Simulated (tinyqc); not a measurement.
Inside a calculation. Method: Hueckel theory of the pi electrons, for the molecule [CH2]c1ccccc1 (SMILES; centres numbered as the heavy atoms are written). One step of it, computed by the program tinyqc.

Task: Energy, charges, bond orders. E = sum n x; q_r = z_r - P_rr; bond order p = P_rs; free valence = sqrt(3) - sum of p over the bonds of the atom.

x values: [2.101003, 1.259280, 1.000000, 0.000000, -1.000000, -1.259280, -2.101003]

occupations: [2.000000, 2.000000, 2.000000, 1.000000, 0.000000, 0.000000, 0.000000]

charge and bond-order matrix P, order 1C, 2C, 3C, 4C, 5C, 6C, 7C:
$$\begin{pmatrix}
1.000000 & 0.635034 & 0.000000 & -0.112480 & 0.000000 & -0.112480 & 0.000000 \\
0.635034 & 1.000000 & 0.522554 & 0.000000 & -0.224960 & 0.000000 & 0.522554 \\
0.000000 & 0.522554 & 1.000000 & 0.705037 & 0.000000 & -0.294963 & 0.000000 \\
-0.112480 & 0.000000 & 0.705037 & 1.000000 & 0.635034 & 0.000000 & -0.294963 \\
0.000000 & -0.224960 & 0.000000 & 0.635034 & 1.000000 & 0.635034 & 0.000000 \\
-0.112480 & 0.000000 & -0.294963 & 0.000000 & 0.635034 & 1.000000 & 0.705037 \\
0.000000 & 0.522554 & 0.000000 & -0.294963 & 0.000000 & 0.705037 & 1.000000
\end{pmatrix}$$

Centres:
```
centre  z_r, pi electrons of the neutral centre         h
1C                                            1  0.000000
2C                                            1  0.000000
3C                                            1  0.000000
4C                                            1  0.000000
5C                                            1  0.000000
6C                                            1  0.000000
7C                                            1  0.000000
```

Bonds:
```
i  j  k
1  2  1
2  3  1
3  4  1
4  5  1
5  6  1
6  7  1
7  2  1
```

Give: pi energy = 7 alpha + this times beta; pi charges; Bond orders and lengths from R = 1.517 - 0.180 p; free valence of the carbons; gap between the highest filled and the next level.

Result:

pi energy = 7 alpha + this times beta = 8.7206

pi charges: 1C 0.0000, 2C 0.0000, 3C 0.0000, 4C 0.0000, 5C 0.0000, 6C 0.0000, 7C 0.0000

Bond orders and lengths from R = 1.517 - 0.180 p (angstrom, C-C alone):
```
bond       p       R
1-2   0.6350  1.4027
2-3   0.5226  1.4229
3-4   0.7050  1.3901
4-5   0.6350  1.4027
5-6   0.6350  1.4027
6-7   0.7050  1.3901
7-2   0.5226  1.4229
```

free valence of the carbons: 1C 1.0970, 2C 0.0519, 3C 0.5045, 4C 0.3920, 5C 0.4620, 6C 0.3920, 7C 0.5045

gap between the highest filled and the next level = 1.0000 |beta|
